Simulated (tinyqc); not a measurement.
Coupling and lever arm from microwave spectroscopy.

Question. A charge qubit absorbs at h f = sqrt(ep^2 + 4 tc^2), ep = al (V - V0). Find al, V0 and tc.

Constants: q = 1.602176634e-19 C, h = 6.62607015e-34 J s. Results are converted to the units shown.

gate voltage (mV): [0.4635, 0.541, 0.603]
resonance frequency Om/h (GHz): [10.287345, 9.1969533, 14.851105]

Answer. (h f)^2 is a parabola in V: its curvature gives al, its vertex V0 and 4 tc^2.

al = 0.5500 eV/V
V0 = 0.5100 mV
tc = 17.00 ueV

Computed by the program tinyqc: `OMP_NUM_THREADS=1 python tinyqc.py 2470030 2470031 out.jsonl`, one thread of a shared Intel Xeon 2.30GHz, about 0.01 s for the whole run.
